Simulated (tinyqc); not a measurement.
## Potential step from the flux

Inverse problem. On one interval J = (q mu Vt/hx) [nb B(d) - na B(-d)], B(d) = d/(exp(d) - 1), d = (psi_b - psi_a)/Vt. Find psi_b - psi_a, and the step at which J would vanish.

Values chosen for this exercise:
- T = 300 K (temperature)
- mu = 3970 cm^2/(V s) (electron mobility)
- na = 9.6e14 cm^-3 (density at the left node)
- nb = 2.2e14 cm^-3 (density at the right node)
- hx = 6.1 nm (node spacing)

Constants: q = 1.602176634e-19 C, kB = 1.380649e-23 J/K, Vt = kB T/q. Results are converted to the units shown.

J = -1.2981355e5 A/cm^2

Solution. B(d) falls and B(-d) rises with d, so J falls steadily with the step and one value matches. J = 0 needs nb/na = exp(d), the Boltzmann ratio.

psi_b - psi_a = 0.129 V
step for J = 0 = -0.0381 V

Numbers from tinyqc (`OMP_NUM_THREADS=1 python tinyqc.py 2220115 2220116 out.jsonl`; about 0.01 s on one thread of a shared Intel Xeon 2.30GHz).
